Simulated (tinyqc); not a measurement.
Trap density from the leakage.

Inverse problem. Trap-assisted leakage is J = q Nt times the integral over x of the rate through one trap. Find Nt, the areal density Nt t and the mean in-plane spacing (Nt t)^(-1/2).

Inputs (values chosen for the exercise):
- t = 3.8 nm (thickness)

Constants: q = 1.602176634e-19 C. Results are converted to the units shown.

J = 0.0013303044 A/cm^2
integral of the rate over x = 1.8050232e5 nm/s

Solution. J is proportional to Nt.

Nt = 4.600e17 cm^-3
Nt t = 1.748e11 cm^-2
in-plane spacing = 23.92 nm

tinyqc, about 0.04 s, one thread, Intel Xeon 2.30GHz (shared host): `OMP_NUM_THREADS=1 python tinyqc.py 2370060 2370061 out.jsonl`
